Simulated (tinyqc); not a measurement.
Born-von Karman spring model of a cubic crystal with one atom per cell: one step, computed by the program tinyqc.

First neighbours lie at a/2 (1,1,0) (12 of them), second at a (1,0,0) (6), with all permutations and signs; the volume per atom is Omega = a^3/4. Two shells of springs match a real metal only roughly, above all at the zone boundary.

Task: Sound velocities. rho = M/Omega and v = sqrt(C/rho), with C = C11, C44, C44 along [100]; (C11 + C12 + 2 C44)/2, C44, (C11 - C12)/2 along [110]; (C11 + 2 C12 + 4 C44)/3 and twice (C11 - C12 + C44)/3 along [111].

Inputs (values chosen for the exercise, modelled on silver): lattice constant a = 4.09 angstrom; atomic mass M = 107.87 u.

Lattice: fcc.

C11 = 108.0392 GPa

C44 = 43.87379 GPa

C12 = 78.34605 GPa

Constants: u = 1.6605390666e-27 kg.

Give: density rho; Velocities (m/s).

Result:

density rho = 10472 kg/m^3

Velocities (m/s):

| direction | longitudinal | transverse 1 | transverse 2 |
|---|---|---|---|
| [100] | 3212 | 2047 | 2047 |
| [110] | 3618 | 2047 | 1191 |
| [111] | 3743 | 1530 | 1530 |

Along [110] the two transverse waves differ by a factor sqrt(2 C44/(C11 - C12)) = 1.719.
